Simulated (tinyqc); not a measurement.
Inputs raised by 2 %, one at a time: Berg model of reactive sputtering of a nitride or oxide: poisoning, hysteresis and pumping speed. Computed by tinyqc, a small Python program. Command: `OMP_NUM_THREADS=1 python tinyqc.py 3020813 3020814 out.jsonl berg sens`. One thread of a shared host (Intel(R) Xeon(R) Processor @ 2.30GHz), about 0.06 s of CPU time with the checks.

A diatomic gas reacts with bare metal on the target and on the collecting surfaces; ions remove metal and compound from the target. theta_t and theta_c are the compound fractions.

Inputs (values chosen for the exercise, close to those used for aluminium oxide):
```
quantity                         value     unit
ion current density J               34  mA/cm^2
target area A_t                    180     cm^2
collecting area A_c               5300     cm^2
metal yield Y_m                      1        -
compound yield Y_c               0.033        -
sticking coefficient alpha        0.88        -
reactive atoms per metal atom z    1.5        -
gas mass M                          32        u
pumping speed S                    140      l/s
gas temperature T                  300        K
reactive partial pressure P      0.018       Pa
```

Constants: e = 1.602176634e-19 C; u = 1.6605390666e-27 kg; k_B = 1.380649e-23 J/K.

Method:
- Ion flux j = J/e; gas flux F = P/sqrt(2 pi M k_B T). Target: (2/z) alpha F (1 - theta_t) = j Y_c theta_t. Sputtered flows F_c = j Y_c theta_t A_t, F_m = j Y_m (1 - theta_t) A_t. Collector: (2/z) alpha F (1 - theta_c) A_c + F_c (1 - theta_c) = F_m theta_c. Gas use Q = alpha F [(1 - theta_t) A_t + (1 - theta_c) A_c] + P S/(k_B T); 1 sccm = 4.4780e17 molecules/s. Rate R = F_m + F_c, given relative to j Y_m A_t.
- P is a single-valued function of the flow Q only if dQ/dP > 0 everywhere: S must exceed k_B T times the steepest fall of the surface terms with P.
- Turning points solve dQ/dP = 0; a jump keeps Q fixed; the width of the loop is the difference of the two turning flows.

Runs; columns: (1) input moved; (2) from; (3) to; (4) critical pumping speed (l/s); (5) total flow Q (sccm); (6) width of the loop (sccm); (7) pressure of the steepest fall (Pa):
```
(1)                                 (2)      (3)   (4)    (5)    (6)       (7)
base run                              -        -  2959  10.14  13.77  0.004351
ion current density J (mA/cm^2)      34    34.68  2959  10.43  14.05  0.004438
target area A_t (cm^2)              180    183.6  2975  10.31  13.97  0.004392
collecting area A_c (cm^2)         5300     5406  3002  10.14  13.91  0.004311
metal yield Y_m                       1     1.02  2980  10.28  13.99  0.004389
compound yield Y_c                0.033  0.03366  2938  10.29  13.83  0.004400
sticking coefficient alpha         0.88   0.8976  3018  10.03  13.83  0.004266
reactive partial pressure P (Pa)  0.018  0.01836  2959  10.05  13.77  0.004351
```

Exponents ln(y'/y) / ln(x'/x):
```
input                        critical pumping speed  total flow Q  width of the loop  pressure of the steepest fall
ion current density J                         0.000         1.435              1.000                          1.000
target area A_t                               0.269         0.855              0.714                          0.471
collecting area A_c                           0.729         0.012              0.491                         -0.471
metal yield Y_m                               0.357         0.673              0.796                          0.441
compound yield Y_c                           -0.360         0.760              0.201                          0.559
sticking coefficient alpha                    1.000        -0.565              0.206                         -1.000
reactive partial pressure P                   0.000        -0.428              0.000                          0.000
```

Among the inputs moved here: critical pumping speed answers most in size to sticking coefficient alpha (exponent +1.000), next to collecting area A_c (+0.729); its exponent is below 0.0005 for ion current density J, reactive partial pressure P. Its exponent 0.000 in ion current density J: pressures and flows both scale with the current. Its exponent +1.000 in sticking coefficient alpha: surface pumping is proportional to alpha. Total flow Q answers most in size to ion current density J (exponent +1.435), next to target area A_t (+0.855). Width of the loop answers most in size to ion current density J (exponent +1.000), next to metal yield Y_m (+0.796); its exponent is below 0.0005 for reactive partial pressure P. pressure of the steepest fall answers most in size to ion current density J (exponent +1.000), and about equally to sticking coefficient alpha (-1.000); its exponent is below 0.0005 for reactive partial pressure P. Its exponent +1.000 in ion current density J: only the ratio of gas flux to ion flux matters. Its exponent -1.000 in sticking coefficient alpha: only alpha F enters the coverages.

Caution (all rows): here dQ/dP is negative, a branch that flow control cannot hold.
